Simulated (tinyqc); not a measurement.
From Kleinman's parameter back to h: Tersoff bond-order potential. Computed by tinyqc, a small Python program. Command: `OMP_NUM_THREADS=1 python tinyqc.py 3013953 3013954 out.jsonl tersoff inv`. One thread of a shared host (Intel(R) Xeon(R) Processor @ 2.30GHz), about 0.07 s of CPU time with the checks.

E = (1/2) sum_(i, j != i) [A exp(-lambda r_ij) - b_ij B exp(-mu r_ij)], b_ij = (1 + (beta zeta_ij)^n)^(-1/(2n)), zeta_ij = sum_(k != i, j) g(theta_ijk), g = 1 + c^2/d^2 - c^2/(d^2 + (h - cos theta)^2), with theta at atom i. Only nearest neighbours count (cut-off function 1 for them, 0 beyond).

Inputs (values chosen for the exercise, modelled on silicon):
```
quantity,value,unit
A,1795.4,eV
B,467.5,eV
lambda,2.4799,1/angstrom
mu,1.7322,1/angstrom
beta,1.1e-06,-
n,0.7833,-
c,100800,-
d,16.37,-
```

Constants: 1 eV/angstrom^3 = 160.2176634 GPa.

Method:
- zeta = 3 g(cos theta = -1/3).
- With z equal bonds of order b, r = ln(lambda A/(mu b B))/(lambda - mu) and E per atom = -(z/2) b B exp(-mu r)(1 - mu/lambda).
- a0 = 4 r/sqrt3; B0 = phi''(r)/(3 a0) with phi'' = mu (lambda - mu) b B exp(-mu r), since b does not change under uniform scaling.
- Second derivatives of the energy per atom, volume V = a0^3/8: e_xx gives C11; e_xx = -e_yy gives 2 (C11 - C12); e_xy = e_yx = s/2 with a sublattice shift u_z gives C44 = (E_ss - E_su^2/E_uu)/V and Kleinman's parameter |E_su/E_uu|/(a0/4).

Task: A run gave the result below. Find the h, known to lie between -0.57 and -0.36.

Kleinman's parameter = 0.6123884

Result:

Each step takes the trial c = (a f_b - b f_a)/(f_b - f_a), f being the result less the target; c replaces end b, the old b replaces a if the sign of f changed, and otherwise f_a is halved.

Scan of the range:
```
h,Kleinman's parameter
-0.570,0.654087
-0.535,0.627957
-0.500,0.598074
-0.465,0.562357
-0.430,0.516539
-0.395,0.449981
-0.360,0.322191
```

False position (Illinois rule) inside the bracket:
```
step,end a,end b,trial,Kleinman's parameter
1,-0.535000,-0.500000,-0.516765,0.612958
2,-0.500000,-0.516765,-0.516124,0.612409
3,-0.500000,-0.516124,-0.516078,0.612370
4,-0.516124,-0.516078,-0.516100,0.612388
5,-0.516124,-0.516100,-0.516100,0.612389
6,-0.516100,-0.516100,-0.516100,0.612388
7,-0.516100,-0.516100,-0.516100,0.612388
8,-0.516100,-0.516100,-0.516100,0.612388
9,-0.516100,-0.516100,-0.516100,0.612388
10,-0.516100,-0.516100,-0.516100,0.612389
11,-0.516100,-0.516100,-0.516100,0.612388
12,-0.516100,-0.516100,-0.516100,0.612388
```

Kleinman's parameter falls at every point of a 13-point scan of the range (every second point is shown), so one value fits; it is bracketed by -0.535 and -0.500. Answer: h = -0.5161.
